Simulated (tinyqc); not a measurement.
Model-solid line-up of a strained alloy layer on a substrate: one step. Strained band edges. Three cases, with inputs chosen for the exercise.

Question. Give the hydrostatic shifts, the strain block and the edges.

Strained edges: Ec + ac tr(e); the valence edges are Ev plus the levels of the 6 x 6 matrix of X, Y, Z times spin with -Dso/3 + l exx + m (eyy + ezz) on the diagonal (cyclic), n exy off it, l = av + 2 b, m = av - b, n = sqrt(3) d. Spin-orbit term (Dso/3) L.sigma on X, Y, Z with (L_k)_ij = -i epsilon_kij: <X+|H|Y+> = -i Dso/3, <X+|H|Z-> = Dso/3, <Y+|H|Z-> = -i Dso/3, <Z+|H|X-> = -Dso/3, <Z+|H|Y-> = i Dso/3, <X-|H|Y-> = i Dso/3, and their conjugates; + and - are the spin along z.

Give: ac tr(e), av tr(e); strain block; Ec and the three valence edges from the top; strained gap.

Case 1.

Alloy at x (a in angstrom, C11, C12, C44 in GPa, all else in eV):
```
symbol       value
a         5.656200
Eg        2.032080
Dso       0.321200
Ev       -0.986976
ac       -6.522000
av        1.694000
b        -2.124000
d        -4.240000
C11     122.940000
C12      55.240000
C44      57.420000
```

strain tensor in the cubic axes:
```
             x            y           z
x  -0.00127294   0.00000000  0.00000000
y   0.00000000  -0.00127294  0.00000000
z   0.00000000   0.00000000  0.00114393
```

Answer.

ac tr(e), av tr(e) (eV): 0.0091  -0.0024

strain block (eV):
```
        X       Y        Z
X  0.0028       0        0
Y       0  0.0028        0
Z       0       0  -0.0126
```

Ec and the three valence edges from the top (eV): 1.0542  -0.9842  -0.9943  -1.3107

strained gap = 2.0385 eV

Strain moves the gap by +6 meV: +12 meV from the volume and -5 meV from the splitting of the valence edge, which always raises the top.

Case 2.

Alloy at x (a in angstrom, C11, C12, C44 in GPa, all else in eV):
```
symbol       value
a         5.570440
Eg        1.989315
Dso       0.237600
Ev       -0.983300
ac       -7.535600
av        1.366700
b        -1.870100
d        -4.743700
C11     130.932000
C12      58.818000
C44      63.295000
```

strain tensor in the cubic axes:
```
            x           y            z
x  0.01428253  0.00000000   0.00000000
y  0.00000000  0.01428253   0.00000000
z  0.00000000  0.00000000  -0.01283216
```

Answer.

ac tr(e), av tr(e) (eV): -0.1186  0.0215

strain block (eV):
```
         X        Y       Z
X  -0.0292        0       0
Y        0  -0.0292       0
Z        0        0  0.1229
```

Ec and the three valence edges from the top (eV): 0.8875  -0.8942  -1.0125  -1.2162

strained gap = 1.7817 eV

Strain moves the gap by -208 meV: -140 meV from the volume and -68 meV from the splitting of the valence edge, which always raises the top.

Case 3.

Alloy at x (a in angstrom, C11, C12, C44 in GPa, all else in eV):
```
symbol      value
a        5.939500
Eg       1.103680
Dso      0.354500
Ev      -0.767444
ac      -5.269000
av       1.425000
b       -1.920000
d       -3.510000
C11     96.300000
C12     47.650000
C44     43.510000
```

strain tensor in the cubic axes:
```
            x           y            z
x  0.02045627  0.00000000   0.00000000
y  0.00000000  0.02045627   0.00000000
z  0.00000000  0.00000000  -0.02024385
```

Answer.

ac tr(e), av tr(e) (eV): -0.1089  0.0295

strain block (eV):
```
         X        Y       Z
X  -0.0487        0       0
Y        0  -0.0487       0
Z        0        0  0.1857
```

Ec and the three valence edges from the top (eV): 0.2273  -0.6333  -0.8161  -1.1191

strained gap = 0.8606 eV

Strain moves the gap by -243 meV: -138 meV from the volume and -105 meV from the splitting of the valence edge, which always raises the top.

Computed by tinyqc, one run a case: `OMP_NUM_THREADS=1 python tinyqc.py N N+1 out.jsonl` with N = 1080364, 1080395, 1080403; one thread of a shared Intel(R) Xeon(R) Processor @ 2.30GHz, about 0.02 s a run at most.
